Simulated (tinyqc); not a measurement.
Inside a calculation. Method: Luttinger-Kohn k.p, four valence bands. One step of it, computed by the program tinyqc.

Question. Levels at k. Diagonalise the Hermitian matrix.

H(k) at k (eV), lower triangle (Hermitian):
```
                     3/2                 1/2                 -1/2      -3/2
3/2             0.046675
1/2   0.012803-0.034142i            0.126093
-1/2  0.004443+0.004764i            0.000000             0.126093
-3/2            0.000000  0.004443+0.004764i  -0.012803+0.034142i  0.046675
```

Give: eigenvalues.

Answer.

eigenvalues (eV): 0.032  0.032  0.141  0.141
